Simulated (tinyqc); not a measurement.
Metal gate on a two-layer dielectric stack with fixed charge and a dipole: two steps of the calculation.

Gate, layer 2, layer 1, p-type semiconductor; x runs from the gate inwards. Charges are counted in units of +q. psi is the band bending at the surface, positive towards inversion. Classical charge, Boltzmann statistics, no interface traps.

Inputs (values chosen for the exercise); band and dielectric values close to those of silicon, layer 1 close to silicon dioxide, layer 2 close to hafnium oxide:
- T = 300 K (temperature)
- Eg = 1.14 eV (band gap)
- eps_r = 11.6 (relative permittivity)
- Nv = 2.69e19 cm^-3 (valence-band density of states at T)
- chi = 4.01 eV (electron affinity)
- Na = 5.1e16 cm^-3 (acceptor density)
- pM = 4.38 eV (work function of the gate metal)
- t1 = 1.2 nm (thickness of layer 1, next to the semiconductor)
- e1 = 4.03 (relative permittivity of layer 1)
- t2 = 4.7 nm (thickness of layer 2, next to the gate)
- e2 = 21.5 (relative permittivity of layer 2)
- Q1 = 8.1e11 cm^-2 (fixed charge at the semiconductor interface)
- Q2 = 1.6e11 cm^-2 (fixed charge between the layers)
- r1 = 0 cm^-3 (uniform charge density in layer 1)
- r2 = -4.5e18 cm^-3 (uniform charge density in layer 2)
- Vd = 0.16 V (flat-band shift by a dipole layer between the layers)
- ps = 0.933 V (band bending psi of the working point)

Constants: q = 1.602176634e-19 C, kB = 1.380649e-23 J/K, Vt = kB T/q, eps0 = 8.8541878128e-14 F/cm where lengths are in cm. Results are converted to the units shown.

Problem 1. Equivalent thickness and work-function difference. EOT = 3.9 (t1/e1 + t2/e2), Cox = eps0/(t1/e1 + t2/e2); phi_ms = pM - (chi + Eg - Vt ln(Nv/Na)).

Find: EOT; Cox; share of layer 1 in the EOT; phi_ms.

Solution 1.

EOT = 2.014 nm
Cox = 1.715 uF/cm^2
share of layer 1 in the EOT = 57.67 %
phi_ms = -0.6080 V

Problem 2. Fields and voltage drops. Gauss: D = -Qs just inside the semiconductor; going towards the gate subtract q Q1, then q r1 t1, q Q2 and q r2 t2. Field = D/(eps0 e); the drop over a layer is its mean field times its thickness; Vg = phi_ms + Vd + psi + both drops.

Qs = -0.23765980 uC/cm^2

Give: D; field; drop over layer 2; drop over layer 1; Vg.

Solution 2.

| place | D (uC/cm^2) | field (MV/cm) |
|---|---|---|
| layer 2, gate side | 0.4211 | 0.2212 |
| layer 2, inner side | 0.0822 | 0.0432 |
| layer 1, outer side | 0.1079 | 0.3023 |
| layer 1, semiconductor side | 0.1079 | 0.3023 |
| semiconductor surface | 0.2377 | 0.2314 |

drop over layer 2 = 0.06214 V
drop over layer 1 = 0.03628 V
Vg = 0.5835 V

The same Vg follows from Vfb + psi - Qs/Cox. The largest field, 0.302 MV/cm in size, is at: layer 1, outer side.

Computed by the program tinyqc: `OMP_NUM_THREADS=1 python tinyqc.py 2010103 2010104 out.jsonl`, one thread of a shared Intel Xeon 2.30GHz, about 0.01 s for the whole run.
